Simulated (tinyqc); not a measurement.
## Thermal resistances of a two-die stack

Problem. Heat leaves through the lower die only, and the system is linear. Find the resistance R1 from the lower die to the coolant, R2 between the dies, and the rise of the upper die when both are powered.

Values chosen for this exercise:
- P1 = 16 W (power of the lower die)
- P2 = 23 W (power of the upper die)

rises of the lower and upper die with only the lower one powered (K): [5.28, 5.28]
rises of the lower and upper die with only the upper one powered (K): [7.59, 18.86]

Answer. With only the lower die powered no heat crosses R2, so both dies rise by P1 R1; the difference in the second test is P2 R2; rises add.

R1 = 0.3300 K/W
R2 = 0.4900 K/W
rise of the upper die = 24.14 K

tinyqc, about 0.03 s, one thread, Intel Xeon 2.30GHz (shared host): `OMP_NUM_THREADS=1 python tinyqc.py 2162179 2162180 out.jsonl`
